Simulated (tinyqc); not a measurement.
# Offset from the accumulated charge

Problem. Layer 1 (x < 0) accumulates electrons and layer 2 (x > 0) is depleted. Boltzmann statistics. Sheet densities from the first integral: Q1 = sqrt((2 eps0 eps_r Vt N1/q)(exp(u1) - u1 - 1)) extra electrons, Q2 = sqrt((2 eps0 eps_r Vt N2/q)(exp(-u2) + u2 - 1)) missing ones, u = V/Vt; neutrality Q1 = Q2 + si. V1 + V2 = dE + Vt ln[(N2/Nc2)/(N1/Nc1)]. Find V1, V2 and dE.

Parameters, values chosen for the exercise; values of the order of III-V alloys: temperature T = 300 K; relative permittivity of both layers eps_r = 11.8; density of states of the narrow-gap layer 1 Nc1 = 2e17 cm^-3; density of states of the wide-gap layer 2 Nc2 = 6.7e17 cm^-3; donor density in layer 1 N1 = 3e15 cm^-3; donor density in layer 2 N2 = 1.1e16 cm^-3; fixed charge at the interface si = 0 cm^-2.

Constants: q = 1.602176634e-19 C, kB = 1.380649e-23 J/K, Vt = kB T/q, eps0 = 8.8541878128e-14 F/cm where lengths are in cm. Results are converted to the units shown.

Q1 = 1.3476248e11 cm^-2

Answer. Each sheet density rises steadily with its bending, so Q1 fixes V1 and Q2 = Q1 - si fixes V2.

V1 = 0.0800 V
V2 = 0.152 V
dE = 0.230 eV

tinyqc, about 0.1 s, one thread, Intel Xeon 2.30GHz (shared host): `OMP_NUM_THREADS=1 python tinyqc.py 2410132 2410133 out.jsonl`
